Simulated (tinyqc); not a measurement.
Changing the growth temperature of the buffer T_g: kinetics of strain relaxation and threading dislocations in mismatched semiconductor layers. Computed by tinyqc, a small Python program. Command: `OMP_NUM_THREADS=1 python tinyqc.py 3031205 3031206 out.jsonl threading sweep`. One thread of a shared host (Intel(R) Xeon(R) Processor @ 2.30GHz), about 0.01 s of CPU time with the checks.

60-degree dislocations on {111} planes of a (001) layer, isotropic elasticity. The Schmid factor is 1/sqrt(6), and a misfit segment relieves strain with b/2.

Inputs (values chosen for the exercise, for a model layer):
```
quantity                                  value          unit
misfit f                                 0.0104             -
shear modulus G                            72.5           GPa
Poisson ratio nu                           0.27             -
Burgers vector b                           3.88      angstrom
glide activation energy Q                  2.01            eV
velocity prefactor v0                     33000   m/s per MPa
grading rate (misfit per thickness) R_f   0.002  1/micrometre
growth rate R_g                             1.4          nm/s
```

Constants: k_B = 8.617333262e-05 eV/K.

Method. In steady grading, strain is fed at R_f R_g and relieved at (b/4) rho v. As a glide-limited estimate, the driving stress is taken as the mean stress of the strained top zone, whose depth z solves R_f z/2 = e_eq(z), with strain R_f z at the surface; tau_g = S R_f z/2 is its mean; then rho = 4 R_f R_g/(b m tau_g), m = v0 exp(-Q/(k_B T_g)), S = (1/sqrt 6) 2 G (1 + nu)/(1 - nu), e_eq(z) = b (1 - nu/4) [ln(z/b) + 1]/(4 pi (1 + nu) z).

One run for each value:
```
growth temperature of the buffer T_g (K)  thread density of the buffer (1/cm^2)
882                                                                  6.0954e+05
934                                                                  1.3982e+05
986                                                                  3.7461e+04
1040                                                                 1.0968e+04
1090                                                                 3.9204e+03
1140                                                                 1.5336e+03
1250                                                                 2.5337e+02
```

Give the missing row, growth temperature of the buffer T_g (K) = 1190.

Computed row:
```
growth temperature of the buffer T_g (K)  thread density of the buffer (1/cm^2)
1190                                                                 6.4917e+02
```

Interpolating between the two neighbouring rows (linearly) misses most in thread density of the buffer (1/cm^2), by 47 %. Over the rows, thread density of the buffer (1/cm^2) falls from 610000 to 253 (exponent d ln y / d ln x -26 between the first rows and -19 between the last). The density follows exp(Q/(k_B T_g)); real buffers level off where nucleation and pile-ups at the rough surface take over.

Caution (rows 986, 1040, 1090, 1140, 1190, 1250): real buffers seldom go below 1e5 /cm^2, as pile-ups and nucleation take over; this value is a lower bound.
